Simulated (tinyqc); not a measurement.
Double-gate transistor below threshold, two-dimensional Poisson equation on a small mesh: two steps of the calculation.

Half of a symmetric double-gate structure: row 0 is the mid-plane of the body, where the normal field vanishes. Mobile charge is neglected (subthreshold), the body is fully depleted, and potentials are counted from the intrinsic level; rows run upward to the gate, columns from source to drain.

Parameters, values chosen for the exercise:
- T = 300 K (temperature)
- Vbi = 0.51 V (potential of the source)

Constants: q = 1.602176634e-19 C, kB = 1.380649e-23 J/K, Vt = kB T/q. Results are converted to the units shown.

Task 1. Over-relaxation sweep (omega = 1.5). Free nodes: rows 0..4, columns 1..6, taken row by row from row 0, left to right. t = (up psi(above) + dn psi(below) + lat [psi(left) + psi(right)] + s)/(up + dn + 2 lat), with the newest neighbours; psi(new) = psi + 1.5 (t - psi).

psi at the start (fixed values on the edges, free nodes linear between source and drain columns) (V):
```
             j=0        j=1        j=2        j=3        j=4        j=5        j=6        j=7
row 0  0.5100000  0.6100000  0.7100000  0.8100000  0.9100000  1.0100000  1.1100000  1.2100000
row 1  0.5100000  0.6100000  0.7100000  0.8100000  0.9100000  1.0100000  1.1100000  1.2100000
row 2  0.5100000  0.6100000  0.7100000  0.8100000  0.9100000  1.0100000  1.1100000  1.2100000
row 3  0.5100000  0.6100000  0.7100000  0.8100000  0.9100000  1.0100000  1.1100000  1.2100000
row 4  0.2750000  0.3250000  0.3750000  0.4250000  0.4750000  0.5250000  0.5750000  0.6250000
row 5  0.0400000  0.0400000  0.0400000  0.0400000  0.0400000  0.0400000  0.0400000  0.0400000
```

```
row         up         dn        lat  s (V)
0    22.464000          0       1.95      0
1    22.464000  22.464000        3.9      0
2    22.464000  22.464000        3.9      0
3    16.216216  22.464000  3.6843750      0
4    16.216216  16.216216  3.4687500      0
```

Wanted: psi after iteration 1.

Result 1.

psi after iteration 1 (V):
```
         j=0    j=1    j=2    j=3    j=4    j=5    j=6    j=7
row 0  0.510  0.610  0.710  0.810  0.910  1.010  1.110  1.210
row 1  0.510  0.610  0.710  0.810  0.910  1.010  1.110  1.210
row 2  0.510  0.610  0.710  0.810  0.910  1.010  1.110  1.210
row 3  0.510  0.459  0.515  0.583  0.653  0.723  0.793  1.210
row 4  0.275  0.232  0.242  0.267  0.295  0.324  0.353  0.625
row 5  0.040  0.040  0.040  0.040  0.040  0.040  0.040  0.040
```

Task 2. Barrier, swing and barrier lowering. The barrier is read along row 0, the path farthest from the gate. Take the node j of lowest psi: barrier Vbi - psi_j; swing Vt ln 10/(d psi_j/dVg); DIBL = (d psi_j/dVd)/(d psi_j/dVg). The derivatives solve the same equations with s = 0 and a unit change of that voltage.

converged psi (V):
```
             j=0        j=1        j=2        j=3        j=4        j=5        j=6        j=7
row 0  0.5100000  0.3285405  0.2307845  0.2105628  0.2650374  0.4170252  0.7182842  1.2100000
row 1  0.5100000  0.3212746  0.2240541  0.2040787  0.2565727  0.4040676  0.7017515  1.2100000
row 2  0.5100000  0.2981224  0.2039131  0.1850132  0.2316147  0.3650356  0.6486624  1.2100000
row 3  0.5100000  0.2545417  0.1706975  0.1545758  0.1915840  0.2999262  0.5473596  1.2100000
row 4  0.2750000  0.1551790  0.1092978  0.1003404  0.1199230  0.1781295  0.3126905  0.6250000
row 5  0.0400000  0.0400000  0.0400000  0.0400000  0.0400000  0.0400000  0.0400000  0.0400000
```

d psi/dVg on row 0: j=0 0.00000000, j=1 0.41047275, j=2 0.65377457, j=3 0.75878041, j=4 0.75878041, j=5 0.65377457, j=6 0.41047275, j=7 0.00000000
d psi/dVd on row 0: j=0 0.0000000, j=1 0.0163753, j=2 0.0400836, j=3 0.0816994, j=4 0.1595202, j=5 0.3061418, j=6 0.5731519, j=7 1.0000000

Find: j; barrier; swing; DIBL.

Result 2.

j = 3
barrier = 0.2994 V
swing = 78.45 mV/decade
DIBL = 107.7 mV/V

Program tinyqc, `OMP_NUM_THREADS=1 python tinyqc.py 2480063 2480064 out.jsonl`; Intel Xeon 2.30GHz, shared host, one thread, about 0.1 s.
